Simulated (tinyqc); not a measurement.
What each parameter does: configuration-coordinate model of carrier capture at a defect.

Two parabolas of equal curvature k in one coordinate Q: with the carrier free at the band edge, U_f = k Q^2/2; with the carrier trapped, U_t = k (Q - dQ)^2/2 - ET. ER = k dQ^2/2, Huang-Rhys factor S = ER/hw, hw = 0.0646541 sqrt(k/M) eV for k in eV/angstrom^2 and M in u. The curves cross at a height Eb = (ER - ET)^2/(4 ER) above the free minimum.

Multiphonon factor for giving p = ET/hw phonons to the lattice: W = exp(-S (2 nb + 1)) ((nb + 1)/nb)^(p/2) I_p(x), nb = 1/(exp(hw/kT) - 1), x = 2 S sqrt(nb (nb + 1)), I_p the modified Bessel function. Classical limit: W = hw exp(-Eb/kT)/sqrt(4 pi ER kT). At T = 0: exp(-S) S^p/Gamma(p + 1).

Constants: kB = 8.617333262e-05 eV/K.

Parameters, chosen for this exercise (of the size met at an oxide trap near a Si / SiO2 interface; not measured data):
```
symbol  value  unit  meaning
ET      0.6    eV    thermal depth of the level below the band edge
ER      0.93   eV    relaxation energy
hw      0.052  eV    phonon energy of the mode
T       300    K     temperature
```

Eb, log10 W and the full width 2.35482 sqrt(ER hw coth(hw/2kT)). Each row changes one parameter from the base and keeps the others.

Results:
```
case            Eb (eV)  log10 W  full width (eV)
base             0.0293   -1.439           0.5925
ET = 0.64 eV     0.0226   -1.350           0.5925
ER = 0.98 eV     0.0368   -1.553           0.6082
hw = 0.0624 eV   0.0293   -1.339           0.6205
T = 330 K        0.0293   -1.431           0.6089
```

The largest shifts from the base row, up to three for each result and ties (the steps differ in size, so this ranks the rows, not the parameters). Eb (eV): ER +0.0076, ET -0.0067; unchanged at the printed digits by hw and T. log10 W: ER -0.114, hw +0.100, ET +0.088. full width (eV): hw +0.0281, T +0.0165, ER +0.0157; unchanged at the printed digits by ET.

Program tinyqc; command `OMP_NUM_THREADS=1 python tinyqc.py 1481336 1481337 out.jsonl`; about 0.01 s on one thread of a shared Intel(R) Xeon(R) Processor @ 2.30GHz.
